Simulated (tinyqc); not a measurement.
Schottky barrier on an n-type semiconductor with a surface-enhanced doping, non-linear Poisson equation by Newton steps: Capacitance-voltage profiling.

One dimension, metal at x = 0, donor density C(x) = Nd + N0 exp(-x/Ls). Energies are counted from the electron Fermi level of the semiconductor and the conduction-band edge is Ec = -psi, so n = Nc exp(psi/Vt); holes follow the Fermi level of the metal, at -V, so p = Nv exp((V - psi - Eg)/Vt). Ends: psi(0) = V - phiB and psi = Vt ln(Nd/Nc) deep inside. Boltzmann statistics, full ionisation, no current, no image force in the Poisson equation.

The Poisson equation d/dx(eps0 eps_r dpsi/dx) = -q (p - n + C) is solved on a mesh of about 1000 nodes or more that ends in neutral material. C_s = q d/dV of the integral of n over x, from the linearised equation. Probed depth w = eps0 eps_r/C_s; apparent doping N_app = C_s^3/(q eps0 eps_r dC_s/dV), the derivative by central differences over +/- 0.02 V.

Parameters, values chosen for the exercise; band and dielectric values those of a made-up semiconductor: temperature T = 400 K; band gap Eg = 1.4 eV; relative permittivity eps_r = 8.88; conduction-band density of states at T Nc = 1.44e18 cm^-3; valence-band density of states at T Nv = 2.22e19 cm^-3; donor density deep in the semiconductor Nd = 3.7e15 cm^-3; barrier height phiB = 0.92 eV; extra donor density at the surface N0 = 3.6e16 cm^-3; decay length Ls = 80 nm.

Constants: q = 1.602176634e-19 C, kB = 1.380649e-23 J/K, Vt = kB T/q, eps0 = 8.8541878128e-14 F/cm where lengths are in cm. Results are converted to the units shown.

Capacitance-voltage profiling:

| V (V) | C_s (nF/cm^2) | w (nm) | N_app (cm^-3) | true C(w) (cm^-3) | \|E_0\| (kV/cm) |
|---|---|---|---|---|---|
| 0 | 27.7 | 284 | 5.12e15 | 4.73e15 | 77.6 |
| -0.71 | 15.8 | 497 | 3.82e15 | 3.77e15 | 96.0 |
| -1.43 | 11.9 | 660 | 3.72e15 | 3.71e15 | 108 |
| -2.14 | 9.96 | 790 | 3.70e15 | 3.70e15 | 118 |
| -2.86 | 8.71 | 903 | 3.70e15 | 3.70e15 | 127 |
| -3.57 | 7.85 | 1.00e3 | 3.70e15 | 3.70e15 | 134 |
| -4.29 | 7.20 | 1.09e3 | 3.70e15 | 3.70e15 | 141 |
| -5 | 6.69 | 1.18e3 | 3.70e15 | 3.70e15 | 147 |

C_s falls from 27.7 to 6.69 nF/cm^2 while the probed depth goes from 284 to 1180 nm. The apparent doping falls from 5.12e15 to 3.70e15 cm^-3. It departs most from the true doping at that depth for V = 0 V, where it is 8.3 % above it; the method senses the electrons at the edge of the depleted layer, which are smeared over a few Debye lengths (LD = 68 nm at Nd), so it cannot follow a doping that changes on that scale.

tinyqc, about 0.08 s, one thread, Intel Xeon 2.30GHz (shared host): `OMP_NUM_THREADS=1 python tinyqc.py 2020158 2020159 out.jsonl`
